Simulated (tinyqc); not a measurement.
Moment against the Stoner parameter: Stoner model of a band ferromagnet.

Density of states per atom and spin: semi-elliptic, D(e) = (8 M/(pi W^2)) sqrt(W^2/4 - e^2). Levels e -/+ I m/2 for up and down spin, m = n_up - n_down, n_up + n_down = nd. At zero temperature e(N) is the energy below which N states lie, and E(m) = sum over spins of integral e D de - I m^2/4.

Inputs chosen for the exercise:
- W = 4.4 eV (band width, e from -W/2 to W/2)
- M = 5 (states per atom and spin)
- nd = 7.09 (electrons per atom)

Lowest state for each I.

Results:

| I (eV) | I D(EF) | m (muB) | E - E(0) (meV) |
|---|---|---|---|
| 0.44 | 0.600 | 0.000 | 0.0 |
| 0.59 | 0.804 | 0.000 | 0.0 |
| 0.66 | 0.900 | 0.000 | 0.0 |
| 0.74 | 1.009 | 1.042 | -0.9 |
| 0.81 | 1.104 | 2.742 | -87.9 |
| 0.92 | 1.254 | 2.910 | -317.1 |
| 1.10 | 1.500 | 2.910 | -698.2 |
| 1.32 | 1.800 | 2.910 | -1163.9 |

A moment first appears at I = 0.74 eV of those listed, where I D(EF) = 1.009. It is saturated at 2.910 from I = 0.92 eV on.

tinyqc: `OMP_NUM_THREADS=1 python tinyqc.py 1680982 1680983 out.jsonl`; about 0.2 s, one thread, shared Intel(R) Xeon(R) Processor @ 2.30GHz.
